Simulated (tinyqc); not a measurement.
Cluster expansion of a binary alloy: correlations, fit, cross-validation and ground states. From alpha_1 back to first-pair interaction V1. Computed by tinyqc, a small Python program. Command: `OMP_NUM_THREADS=1 python tinyqc.py 3007407 3007408 out.jsonl clex inv`. One thread of a shared host (Intel(R) Xeon(R) Processor @ 2.30GHz), about 0.3 s of CPU time with the checks.

s = +1 for A and -1 for B. Energy per site E = J0 + J1 P(point) + sum over clusters of m V P, with P the mean product of spins; V > 0 on a pair favours unlike neighbours. Clusters per site m: pair 1 6, pair 2 3, pair 3 12, triplet 8; the triplet is the triangle of first neighbours. Formation energies are counted from the line between pure A and pure B, which removes J0 and J1.

Inputs (values chosen for the exercise, for a model alloy): second-pair interaction V2 = 4.9 meV; third-pair interaction V3 = -0.014 meV; triplet interaction Vt = -4.8 meV; temperature T = 2200 K; fraction x of B = 0.28.

Lattice: fcc.

Constants: k_B = 8.617333262e-05 eV/K.

Method. Random alloy: P(pair) = p^2, P(triplet) = p^3, p = 1 - 2x, so H_mix = (p^2 - 1) sum m V(pairs) + (p^3 - p) m Vt; G_mix = H_mix + k_B T [x ln x + (1 - x) ln(1 - x)]. To first order in 1/T the Warren-Cowley parameter of shell 1 is alpha_1 = -(1 - p^2) V_eff/(k_B T), V_eff = V1 + (number of triplets on a first-neighbour bond) p Vt, that number being 4.

Task: A run gave the result below. Find the first-pair interaction V1, known to lie between 15 and 40 meV.

alpha_1 = -0.08116688

Result:

Each step takes the trial c = (a f_b - b f_a)/(f_b - f_a), f being the result less the target and a, b, c the logarithms of the listed values; c replaces end b, the old b replaces a if the sign of f changed, and otherwise f_a is halved.

Scan of the range:
```
first-pair interaction V1 (meV)    alpha_1
15.0                             -0.027869
17.7                             -0.039354
20.8                             -0.052540
24.5                             -0.068279
28.8                             -0.086569
34.0                             -0.108688
40.0                             -0.134209
```

False position (Illinois rule, in the logarithm of the input) inside the bracket:
```
step    end a    end b    trial     alpha_1
1     24.5000  28.8000  27.4569  -0.0808559
2     28.8000  27.4569  27.5284  -0.0811599
3     28.8000  27.5284  27.5316  -0.0811735
4     27.5284  27.5316  27.5300  -0.0811669
5     27.5316  27.5300  27.5300  -0.0811669
```

alpha_1 falls at every point of a 13-point scan of the range (every second point is shown), so one value fits; it is bracketed by 24.5 and 28.8. The scan shows a straight line, so linear interpolation between any two rows gives the answer at once. Answer: first-pair interaction V1 = 27.53 meV.
